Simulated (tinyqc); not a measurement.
# Ellipsometry and reflectance of a transparent film on an absorbing substrate: what changes with what

Air (index 1), film, substrate with N2 = n2 - i k2; time factor exp(+i w t). q_j = sqrt(N_j^2 - sin^2 th), root with positive real part. Fresnel coefficients r_s = (q_a - q_b)/(q_a + q_b), r_p = (N_b^2 q_a - N_a^2 q_b)/(N_b^2 q_a + N_a^2 q_b). tan(Psi) exp(i Delta) = R_p/R_s, Delta taken from 0 to 360 degrees.

Parameters, values chosen for the exercise; indices close to those of silicon nitride on silicon: wavelength lam = 800 nm; angle of incidence th = 70 degrees; index of the transparent film n1 = 2.008; film thickness d = 39 nm; index of the substrate n2 = 3.692; extinction coefficient of the substrate k2 = 0.0065.

Each table varies one quantity; the others keep the values above.

## Psi and Delta against the film thickness

beta = 2 pi d q1/lam, X = exp(-2 i beta), R = (r01 + r12 X)/(1 + r01 r12 X) for p and s. The last column is the derivative of Delta.

Psi and Delta against the film thickness:
```
d (nm)  Psi (degrees)  Delta (degrees)  |R_p|^2  |R_s|^2  dDelta/dd (degrees/nm)
0               9.129            179.7  0.01758   0.6809                  -2.976
26              12.88            115.7  0.03420   0.6545                  -1.787
51              19.50            81.10  0.07146   0.5701                  -1.108
77              27.73            54.74   0.1110   0.4015                  -1.020
102             37.82            21.40   0.1328   0.2204                  -1.827
128             36.02            330.4   0.1303   0.2466                  -1.600
153             26.03            300.4   0.1045   0.4383                 -0.9873
179             18.15            273.4  0.06359   0.5916                  -1.185
204             11.78            235.1  0.02887   0.6635                  -2.022
230             9.279            166.1  0.01815   0.6801                  -2.900
```

What does the comparison show?

Psi goes from 9.13 through a maximum of 37.8 (at d = 102 nm among the rows listed) to 9.28 degrees. The period is 225.4 nm, after which Psi and Delta return to the values of the bare substrate, so one angle and wavelength fix d only up to a multiple of it. The size of the slope of Delta runs from 0.987 to 2.98 degrees/nm among the rows; Delta is counted modulo 360 degrees, and sharper features can lie between the rows.

## Effect of the index of the transparent film

Same model as above.

dDelta/dd is the derivative of Delta; period lam/(2 q1).

Effect of the index of the transparent film:
```
n1    Psi (degrees)  Delta (degrees)  |R_p|^2  |R_s|^2  dDelta/dd (degrees/nm)  period (nm)
1.25          13.38            125.8  0.03776   0.6673                 -0.8669        485.3
1.45          15.73            111.7  0.05196   0.6549                 -0.9673        362.2
1.65          16.70            103.9  0.05774   0.6418                  -1.073        294.9
1.85          16.70            98.72  0.05659   0.6287                  -1.209        251.0
2.05          15.99            94.97  0.05064   0.6168                  -1.380        219.5
2.25          14.70            92.35  0.04180   0.6071                  -1.592        195.7
2.45          12.94            91.11  0.03173   0.6013                  -1.846        176.8
2.65          10.81            92.08  0.02189   0.6003                  -2.130        161.4
```

Read the table: what changes, and by how much?

Psi goes from 13.4 through a maximum of 16.7 (at n1 = 1.85 among the rows listed) to 10.8 degrees and |R_p|^2 goes from 0.0378 through a maximum of 0.0577 (at n1 = 1.65 among the rows listed) to 0.0219. The slope of Delta is largest in size, 2.13 degrees/nm, at n1 = 2.65 among the rows.

Program tinyqc, `OMP_NUM_THREADS=1 python tinyqc.py 2870111 2870112 out.jsonl`; Intel Xeon 2.30GHz, shared host, one thread, about 0.3 s.
